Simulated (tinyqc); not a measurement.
Trapped share and trap depth from dynamic on-resistance.

Problem. Traps remove the share ft of the electrons in the drain access (length Ld, sheet resistance Rsh before stress), so Ron grows by Rsh Ld ft/(1 - ft). The recovery time goes as T^(-2) exp(q Ea/(kB T)). Find ft and Ea.

Values chosen for this exercise:
```
symbol,value,unit,meaning
Ld,4,um,drain access length
```

Constants: q = 1.602176634e-19 C, kB = 1.380649e-23 J/K. Results are converted to the units shown.

Ron before and just after an off-state stress (ohm mm): 2.6189171  3.3726583
Rsh = 239.82674 ohm
recovery times at 320 and 390 K (s): 0.0012  9.6633765e-6

Answer. The rise of Ron over Rsh Ld is ft/(1 - ft); ln(t T^2) is linear in 1/T.

ft = 0.4400
Ea = 0.6800 eV

Computed by the program tinyqc: `OMP_NUM_THREADS=1 python tinyqc.py 2570153 2570154 out.jsonl`, one thread of a shared Intel Xeon 2.30GHz, about 0.03 s for the whole run.
